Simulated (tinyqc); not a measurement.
The 3-omega method: a line heater on a substrate with a thin film: one step, computed by the program tinyqc.

A current at angular frequency omega = 2 pi f heats the line at 2 omega with the amplitude P per length; the temperature swing Delta T at 2 omega gives a voltage at 3 omega. The substrate is taken as semi-infinite and isotropic, and the heat capacity of heater and film is left out.

Task: Conductivity from the slope. Delta T_s = (P/(pi kappa)) int_0^infinity (sin x/x)^2 / sqrt(x^2 + (q b)^2) dx with (q b)^2 = i |q b|^2, averaged over the heater width (12 Gauss-Legendre points on each of the pieces 0, 14 log-spaced edges from 1e-5 to 1, and multiples of pi to 40 pi; the tail adds 1/(4 (40 pi)^2)). Take the in-phase swing at f and at 2f; in the narrow-line limit kappa = P ln 2/(2 pi [Delta T(f) - Delta T(2f)]), whatever the film and the heater width.

Inputs (values chosen for the exercise, modelled on alumina on germanium):

| quantity | value | unit |
|---|---|---|
| substrate conductivity kappa | 59.4 | W/(m K) |
| substrate heat capacity C | 1.73 | 1e6 J/(m^3 K) |
| heater half-width b | 4.1 | micrometre |
| power amplitude per length P | 6.4 | W/m |
| current frequency f | 2700 | Hz |

in-phase Delta T_s = 0.1019889 K

Give: in-phase Delta T_s at 2f; kappa from the slope; error of the slope method.

Result:

in-phase Delta T_s at 2f = 0.0902 K

kappa from the slope = 59.8 W/(m K)

error of the slope method = 0.620 %
